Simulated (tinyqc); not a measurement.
MOS capacitor with interface traps: C-V stretch-out, conductance peak and subthreshold swing: one step, computed by the program tinyqc. Command: `OMP_NUM_THREADS=1 python tinyqc.py 3015864 3015865 out.jsonl mostraps walk`. One thread of a shared host (Intel(R) Xeon(R) Processor @ 2.30GHz), about 0.01 s of CPU time with the checks.

Energies at the interface are counted from the valence band. psi > 0 means bending towards depletion, so the surface potential is -psi. Boltzmann statistics, full ionisation, no quantum confinement. Traps are neutral when filled up to E_n, with a sharp (zero-temperature) occupation.

Task: Charges at the given band bending. With u = psi/k_B T and r = (n_i/N)^2: F = sqrt(exp(-u) + u - 1 + r (exp(u) - u - 1)); Q_s = +sign(u) sqrt(2) eps_s eps_0 (k_B T/e) F/L_D; C_s = (eps_s eps_0/(sqrt(2) L_D)) |1 - exp(-u) + r (exp(u) - 1)|/F; at high frequency, below strong inversion, the terms in r are dropped. D(E) = D_0. E_F at the interface is E_s = E_F - psi; Q_it = -e int from E_n to E_s of D(E) dE; C_it = e D(E_s) (per volt); V_G = phi_ms - psi - (Q_s + Q_it + e N_f)/C_ox.

Inputs (values chosen for the exercise, modelled on InP, with an insulator like Si3N4): dielectric constant eps_s = 12.9; doping N = 6.8e+15 cm^-3; work-function difference phi_ms = 0.29 V; fixed charge N_f = -4.8e+11 cm^-2; trap density D_0 = 5.4e+10 cm^-2 eV^-1; neutrality level E_n = 0.775 eV; band bending towards depletion psi = 0.6 V; temperature T = 400 K.

Substrate: n-type. Trap spectrum: flat.

k_B T = 0.03446933 eV

n_i = 1.737690e+10 cm^-3

Debye length L_D = 60.11405 nm

bulk E_F = 1.161264 eV

C_ox = 1.117238 microF/cm^2

Constants: eps_0 = 8.8541878128e-12 F/m; e = 1.602176634e-19 C.

Give: E_s; Q_s; C_s; C_s at high frequency; D(E_s); Q_it; C_it; gate voltage V_G.

Result:

E_s = 0.56126 eV

Q_s = 0.037517 microC/cm^2

C_s = 0.033177 microF/cm^2

C_s at high frequency = 0.033169 microF/cm^2

D(E_s) = 5.40e+10 cm^-2 eV^-1

Q_it = 0.0018492 microC/cm^2

C_it = 0.0086518 microF/cm^2

gate voltage V_G = -0.27640 V

The traps hold positive charge because E_s lies below E_n.
